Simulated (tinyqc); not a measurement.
Stretching all distances: RHF, UHF, MP2, CISD and CCSD against full CI in the sto-3g basis, for H6, spin multiplicity 1. Computed by the program tinyqc with PySCF. Command: `OMP_NUM_THREADS=1 python tinyqc.py 111625 111626 out.jsonl`; one thread of a shared host (Intel(R) Xeon(R) Processor @ 2.60GHz), about 20 s.

Geometry (angstrom):

| atom | x | y | z |
|---|---|---|---|
| H | 0.0000 | 0.0000 | 0.0000 |
| H | 0.0000 | 0.0000 | 0.7850 |
| H | 0.0000 | 0.0000 | 1.7550 |
| H | 0.0000 | 0.0000 | 2.5400 |
| H | 0.0000 | 0.0000 | 3.5090 |
| H | 0.0000 | 0.0000 | 4.2940 |

All coordinates are multiplied by the scale. c0^2 is the weight of the RHF determinant in the lowest singlet FCI state (UHF is spin-contaminated and may lie near states of higher spin) and n(LUMO) the first natural occupation beyond the occupied space.

Full CI energy (hartree) and errors against it (kcal/mol):

| scale | distance 1-2 (angstrom) | E(FCI) | RHF | UHF | MP2 | CISD | CCSD | <S^2> UHF | c0^2 | n(LUMO) |
|---|---|---|---|---|---|---|---|---|---|---|
| 0.980 | 0.769 | -3.28481 | 40.124 | 40.124 | 12.805 | 0.889 | 0.097 | 0.000 | 0.960 | 0.047 |
| 1.200 | 0.942 | -3.29111 | 56.056 | 56.056 | 20.694 | 2.306 | 0.178 | 0.000 | 0.929 | 0.078 |
| 1.430 | 1.123 | -3.20457 | 79.770 | 78.404 | 33.039 | 5.777 | 0.332 | 0.298 | 0.874 | 0.127 |
| 1.650 | 1.295 | -3.10114 | 111.028 | 83.712 | 49.812 | 12.681 | 0.523 | 1.214 | 0.794 | 0.195 |
| 1.870 | 1.468 | -3.00673 | 151.185 | 71.180 | 71.418 | 24.846 | 0.641 | 1.909 | 0.689 | 0.285 |
| 2.090 | 1.641 | -2.93285 | 198.895 | 51.965 | 96.141 | 43.011 | 0.456 | 2.373 | 0.570 | 0.390 |
| 2.320 | 1.821 | -2.87910 | 253.492 | 33.520 | 121.744 | 67.324 | -0.465 | 2.661 | 0.452 | 0.505 |

UHF parts from RHF first at scale 1.43 of those listed, where <S^2> leaves zero. The weight c0^2 goes from 0.96 to 0.45 and n(LUMO) from 0.05 to 0.51: static correlation grows as the bonds break into open-shell fragments. The spread of the error along the curve, which distorts its shape, is CCSD 1.1, UHF 50.2, CISD 66.4, MP2 108.9, RHF 213.4 kcal/mol. Below FCI somewhere: CCSD, as non-variational methods may be. The table stops here: at scale 2.54 and beyond, the reference weight falls under 0.45 or RHF, UHF or CCSD hop between solutions, so those rows were left out and the spreads given cover only the rows shown. As computed, partly on other solutions, the errors there reach in size RHF 306, UHF 21, MP2 142, CISD 93, CCSD 5 kcal/mol.
